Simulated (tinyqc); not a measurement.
What each input does: propagation of a band-gap error through k.p and effective-mass formulas.

Chain, for a gap E (the reference Eg or another value), with Ep and Dso kept: 1/me = 1 + Ep (E + 2 Dso/3)/(E (E + Dso)); g* = 2 - 2 Ep Dso/(3 E (E + Dso)); g1(E) = g1 + (Ep/3)(1/E - 1/Eg), g2(E) = g2 + (Ep/6)(1/E - 1/Eg), light hole 1/(g1 + 2 g2), heavy hole 1/(g1 - 2 g2) along [100]; optical constant ei(E) = 1 + (ei - 1)(EP/(EP + E - Eg))^2, static e0(E) = ei(E) + e0 - ei.

Donor: R = Ry me/e0^2, a_B = a0 e0/me, Mott density (0.26/a_B)^3. Nc, Nv = 2 (m kT/(4 pi c))^(3/2), c = hbar^2/2m0, ni = sqrt(Nc Nv) exp(-E/2kT). Exciton: Ry mu/e0^2 with 1/mu = 1/me + g1(E). 1 angstrom^-3 = 1e24 cm^-3.

Constants: Ry = 13.60569312 eV; a0 (Bohr radius) = 0.5291772105 angstrom; kB = 8.617333262e-05 eV/K; hbar^2/2m0 = 3.80998211 eV angstrom^2.

Parameters, chosen for this exercise (reference values near those of GaAs, gap at low temperature; the results hold for these values, not for the real material): Eg = 1.515 eV (gap at Gamma to the s-like level); Dso = 0.339 eV (spin-orbit splitting); Ep = 25.4 eV (Kane energy); g1 = 6.95 (Luttinger gamma1); g2 = 2.07 (gamma2); e0 = 12.7 (static dielectric constant); ei = 10.75 (optical dielectric constant); EP = 5.38 eV (mean (Penn) gap); mh = 0.46 m0 (density-of-states mass of the holes); T = 300 K (temperature); Eg2 = 1.409 eV (a wrong gap, of the size a hybrid functional can give).

All at E = Eg2.

Results for these values:
```
case  me (m0)  light hole (m0)     e0  donor (meV)  exciton (meV)  log10 ni
base   0.0560           0.0838  13.10        4.442          3.144     6.373
```

What happens to each result for g1 = 6.394, all else kept?

Answer: me does not change at the printed digits; light hole rises from 0.0838 to 0.0879; e0 does not change at the printed digits; donor does not change at the printed digits; exciton rises from 3.144 to 3.215; log10 ni does not change at the printed digits.

The same for each parameter in turn:
```
case            me (m0)  light hole (m0)     e0  donor (meV)  exciton (meV)  log10 ni
base             0.0560           0.0838  13.10        4.442          3.144     6.373
Eg2 = 1.296 eV   0.0520           0.0770  13.55        3.854          2.733     7.297
Dso = 0.312 eV   0.0557           0.0838  13.10        4.423          3.135     6.371
Ep = 23.368 eV   0.0606           0.0843  13.10        4.804          3.326     6.398
g1 = 6.394       0.0560           0.0879  13.10        4.442          3.215     6.373
EP = 4.95 eV     0.0560           0.0838  13.13        4.418          3.127     6.373
ei = 9.89        0.0560           0.0838  13.06        4.465          3.161     6.373
mh = 0.423 m0    0.0560           0.0838  13.10        4.442          3.144     6.345
T = 324 K        0.0560           0.0838  13.10        4.442          3.144     7.299
```

Run: tinyqc, `OMP_NUM_THREADS=1 python tinyqc.py 1850339 1850340 out.jsonl`; Intel(R) Xeon(R) Processor @ 2.30GHz, one thread, shared host; about 0.01 s of CPU time with all checks.
